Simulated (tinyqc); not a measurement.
Saddle-point parameters from gate and bias data.

Problem. In a saddle-point contact at zero temperature mu - V0 = al (Vg - Vp), riser n is centred where this equals wy (n + 1/2), its largest slope is dg/dmu = pi/(2 wx) (neighbouring modes neglected), and in bias spectroscopy neighbouring risers meet at q V = wy. Find al, Vp and wx.

gate voltages at the middle of the first and second risers (V): [-0.634, -0.582]
largest dg/dVg on a riser = 68.295492 1/V
bias at which two neighbouring risers meet = 5.2 mV

Solution. The bias gives wy, the gate spacing then gives al = wy/(Vg2 - Vg1), and the slope gives wx = al pi/(2 dg/dVg).

lever arm al = 0.1000 eV/V
Vp = -0.6600 V
wx = 2.300 meV

Program tinyqc, `OMP_NUM_THREADS=1 python tinyqc.py 2740019 2740020 out.jsonl`; Intel Xeon 2.30GHz, shared host, one thread, about 0.02 s.
